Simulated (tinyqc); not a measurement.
Polytypes by hexagonality, and a cubic inclusion as a quantum well, step by step. Values are carried at full precision from step to step, so a last printed digit may differ when a step is redone from the rounded ones.

A layer is h if its two neighbours in the periodic sequence sit on the same site, k otherwise; the hexagonality h is the share of h layers.

Constants: hbar^2/2m0 = 3.80998211 eV angstrom^2.

Parameters, chosen for this exercise (of the order of those of InP; not measured data):
- E3 = 1.421 eV (gap of the cubic polytype)
- E2 = 1.493 eV (gap of 2H)
- Ev2 = 0.038 eV (valence top of 2H above that of 3C)
- P2 = -0.002 C/m^2 (spontaneous polarisation of 2H)
- m = (0.086, 0.075) m0 (electron mass along c in the cubic layer and in the host)
- d = 3.389 angstrom (thickness of a double layer)
- eps = 12.3 (dielectric constant)
- N = 6 (double layers in the cubic inclusion)

## Hexagonality

Stacking sequences:

| polytype | sequence |
|---|---|
| 15R | ABCACBCABACABCB |
| 4H | ABCB |
| 3C | ABC |
| 10H | ABCABCBACB |
| 2H | AB |

Give the h/k string and h of each.

Hexagonality:

| polytype | h/k string | h |
|---|---|---|
| 15R | hkkhkhkkhkhkkhk | 0.4000 |
| 4H | hkhk | 0.5000 |
| 3C | kkk | 0.0000 |
| 10H | hkkkkhkkkk | 0.2000 |
| 2H | hh | 1.0000 |

## Gaps and band edges

Gap: E3 + (E2 - E3) h. Valence top Ev2 h and polarisation P2 h, both counted from 3C; Ec = Ev + gap.

Evaluate for each polytype.

Results:

| polytype | gap (eV) | Ev (eV) | Ec (eV) | P (C/m^2) |
|---|---|---|---|---|
| 15R | 1.4498 | 0.0152 | 1.4650 | -0.00080 |
| 4H | 1.4570 | 0.0190 | 1.4760 | -0.00100 |
| 3C | 1.4210 | 0.0000 | 1.4210 | 0.00000 |
| 10H | 1.4354 | 0.0076 | 1.4430 | -0.00040 |
| 2H | 1.4930 | 0.0380 | 1.5310 | -0.00200 |

The widest gap is that of 2H, the narrowest that of 3C. Ev and Ec both rise with h, so 3C collects electrons and the more hexagonal side holes: a staggered line-up.

## The bound level without the field

A cubic inclusion of width L = N d in the host (h = 1) is a well of depth V = Ec(host) - Ec(3C). Square well with mass mismatch: k tan(k L/2) = (m_w/m_b) q, k = sqrt(m_w E/c), q = sqrt(m_b (V - E)/c), c = hbar^2/2m0, lowest root. The depth of the level, V - E, is its binding, and the transition to the valence top of the host is gap(host) - (V - E). The step in polarisation gives a field |F| = |P|/(eps eps0) in a thin inclusion, eps0 = 8.8541878e-12 F/m.

Give V, L, the level E, its depth below the host conduction edge and the transition to the valence top of the host, gap(host) - (V - E).

V = 0.1100 eV
L = 20.334 angstrom
E above the bottom = 0.0906 eV
depth below the host edge = 0.0194 eV
transition = 1.4736 eV

The level keeps 18 % of the well depth. The transition lies above the gap of 3C itself (1.421 eV).

## The polarisation field

Give |F|, the drop |F| L, the bound charge |P|/e per cm^2 (e = 1.602176634e-19 C), and, as a first estimate, the shift -|F| L/2 of the transition for an electron centred in the layer and a hole in the host on the high side.

|F| = 0.184 MV/cm
drop = 37.3 meV
bound charge = 1.25e+12 cm^-2
estimated shift = -18.7 meV

The drop is 34 % of the well depth. The host edge on the low side sinks by 19 meV against the centre, less than the 19 meV by which the flat well binds.

## Checks

- Square-well root against finite differences on a grid of 0.5 angstrom (eV): both 0.091.

Computed by tinyqc, a small Python program: `OMP_NUM_THREADS=1 python tinyqc.py 1880599 1880600 out.jsonl` (the numbers bound the seed that draws the inputs); one thread of a shared host (Intel(R) Xeon(R) Processor @ 2.30GHz), about 0.09 s for the whole set of steps.
